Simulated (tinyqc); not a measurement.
Illuminated p-n diode, drift-diffusion by the Gummel loop with Scharfetter-Gummel fluxes: one step of the calculation.

Abrupt junction at x = 0, p side from -Lp, n side to Ln, ohmic contacts. psi is counted from the intrinsic level; n = ni exp((psi - phin)/Vt), p = ni exp((phip - psi)/Vt). Contacts: p side psi = V - Vt ln(Na/ni), p = Na, n = ni^2/Na; n side psi = Vt ln(Nd/ni), n = Nd, p = ni^2/Nd. Constant mobilities, D = mu Vt, Boltzmann statistics, SRH recombination through a mid-gap level, U = (n p - ni^2)/(tp (n + ni) + tn (p + ni)). Current is positive from the p contact to the n contact.

Task. Hole continuity. With psi and the new n held, F_i = (mup Vt/h_i) [p_(i+1) B(-d_i) - p_i B(d_i)], d_i = (psi_(i+1) - psi_i)/Vt, B(d) = d/(exp(d) - 1); solve F_i - F_(i-1) = w_i [(n_i p_i - ni^2)/den_i - G] for the new p, with den = tp (n + ni) + tn (p + ni) taken at the new n and the old p, h_i = x_(i+1) - x_i, w_i = (h_(i-1) + h_i)/2; phip = psi + Vt ln(p/ni).

Parameters, values chosen for the exercise; band and dielectric values close to those of gallium arsenide: temperature T = 300 K; acceptor density of the p side Na = 5.2e17 cm^-3; donor density of the n side Nd = 5.4e16 cm^-3; hole mobility mup = 230 cm^2/(V s); SRH lifetime of electrons tn = 3e-9 s; SRH lifetime of holes tp = 3e-9 s; uniform generation rate G = 1e19 cm^-3 s^-1.

Constants: q = 1.602176634e-19 C, kB = 1.380649e-23 J/K, Vt = kB T/q. Results are converted to the units shown.

| node | x (nm) | psi (V) | new n (cm^-3) | p after Poisson (cm^-3) |
|---|---|---|---|---|
| 0 | -1000 | 0.61480573 | 4.9486758e-6 | 5.2e17 |
| 1 | -481 | 0.61325412 | 7.0966525e15 | 5.5216531e17 |
| 2 | -226 | 0.61325388 | 1.0713426e16 | 5.5217050e17 |
| 3 | -99.9 | 0.61325425 | 1.2511122e16 | 5.5216272e17 |
| 4 | -38 | 0.61332175 | 1.3429896e16 | 5.5072286e17 |
| 5 | -7.5 | 0.61638355 | 1.5582092e16 | 4.8921188e17 |
| 6 | 7.5 | 0.65000816 | 5.7654455e16 | 1.3323813e17 |
| 7 | 48.5 | 0.65509324 | 7.0837926e16 | 1.0944674e17 |
| 8 | 161 | 0.65520163 | 7.2763442e16 | 1.0898884e17 |
| 9 | 467 | 0.65520194 | 7.7251737e16 | 1.0898752e17 |
| 10 | 1310 | 0.65520140 | 9.0164632e16 | 1.0898980e17 |
| 11 | 3600 | 0.62664351 | 5.4e16 | 4.7653915e-5 |

ni = 1.6041544e6 cm^-3

Give: new p; phip after round 1.

Result.

| node | new p (cm^-3) | phip after round 1 (V) |
|---|---|---|
| 0 | 5.200e17 | 1.300 |
| 1 | 5.194e17 | 1.298 |
| 2 | 5.042e17 | 1.298 |
| 3 | 4.967e17 | 1.297 |
| 4 | 4.919e17 | 1.297 |
| 5 | 4.353e17 | 1.297 |
| 6 | 1.181e17 | 1.297 |
| 7 | 9.485e16 | 1.296 |
| 8 | 8.822e16 | 1.295 |
| 9 | 7.248e16 | 1.289 |
| 10 | 3.730e16 | 1.272 |
| 11 | 4.765e-5 | 0.000 |

Computed by the program tinyqc: `OMP_NUM_THREADS=1 python tinyqc.py 2240093 2240094 out.jsonl`, one thread of a shared Intel Xeon 2.30GHz, about 0.7 s for the whole run.
